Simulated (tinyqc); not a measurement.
Which roughness does what: X-ray reflectivity of a thin film on silicon: critical angles, Parratt recursion, fringes and roughness. Computed by tinyqc, a small Python program. Command: `OMP_NUM_THREADS=1 python tinyqc.py 3121524 3121525 out.jsonl xrr walk`. One thread of a shared host (Intel(R) Xeon(R) Processor @ 2.30GHz), about 0.01 s of CPU time with the checks.

n = 1 - delta + i beta; the classical electron radius is r_e = 2.8179403e-6 nm. Layer 0 is vacuum, 1 the film, 2 the substrate.

Inputs (values chosen for the exercise, modelled on HfO2 on silicon, copper K-alpha radiation):
```
quantity                                        value     unit
wavelength lambda                             0.15406       nm
film density rho                                  9.9   g/cm^3
effective electrons per unit mass, film         0.422    mol/g
beta/delta, film                                0.077        -
film thickness d                                 12.6       nm
roughness of the surface sigma_1                 0.61       nm
roughness of the interface sigma_2               0.37       nm
substrate density                                2.33   g/cm^3
effective electrons per unit mass, substrate    0.507    mol/g
beta/delta, substrate                           0.023        -
grazing angle theta                              2.19  degrees
```

Constants: N_A = 6.02214076e+23 1/mol.

Method:
- delta = r_e lambda^2 rho_e/(2 pi), rho_e = density x electrons per mass x N_A; critical angle sqrt(2 delta), q_c = 4 sqrt(pi r_e rho_e).
- k_j = (2 pi/lambda) sqrt(sin^2 theta - 2 delta_j + 2 i beta_j); r_ij = (k_i - k_j)/(k_i + k_j) x exp(-2 k_i k_j sigma^2) (Nevot-Croce); r = (r_01 + r_12 p)/(1 + r_01 r_12 p), p = exp(2 i k_1 d); R = |r|^2.
- Far above the critical angle the period is d theta = lambda/(2 d), or 2 pi/d in q; the envelope runs between (|r_01| - |r_12 p|)^2 and (|r_01| + |r_12 p|)^2; contrast = 2 a b/(a^2 + b^2) with a = |r_01|, b = |r_12 p|; roughness factors on the amplitudes are about exp(-q^2 sigma^2/2).
- R is averaged over one period above each angle (64 points); contrast = (max - min)/(max + min) of R theta^4 over that period. Cases: smooth; only sigma_1; only sigma_2; both.

period in theta = 0.350277 degrees

Constants:
```
layer      rho_e (1/nm^3)        delta         beta  critical angle (degrees)  q_c (1/nm)
film              2515.93  2.67812e-05  2.06215e-06                  0.419327    0.596967
substrate          711.40  7.57263e-06  1.74170e-07                  0.222977    0.317437
```

Mean R and contrast:
```
theta (degrees)   R smooth  contrast  R, sigma_1  contrast, sigma_1  R, sigma_2  contrast, sigma_2     R, both  contrast, both
0.8              0.0036104   0.91872  2.4018e-03            0.99942  3.4226e-03            0.85903  2.2040e-03         0.99225
1.2              0.0010309   0.92408  5.3635e-04            0.94537  9.1386e-04            0.81360  4.2057e-04         0.99697
1.8              0.0001945   0.93116  6.9444e-05            0.71685  1.5590e-04            0.72023  2.9501e-05         0.91629
2.5              0.0000582   0.93451  1.8988e-05            0.24572  4.2345e-05            0.51373  2.9512e-06         0.55597
3.5              0.0000156   0.93708  5.2886e-06            0.02326  1.0885e-05            0.23009  1.3291e-07         0.30527
```

What does the comparison show, and why?

At 2.5 degrees sigma_1 alone multiplies the mean R by 0.33 and sigma_2 alone by 0.73; the contrast goes from 0.93 (smooth) to 0.25 and 0.51.
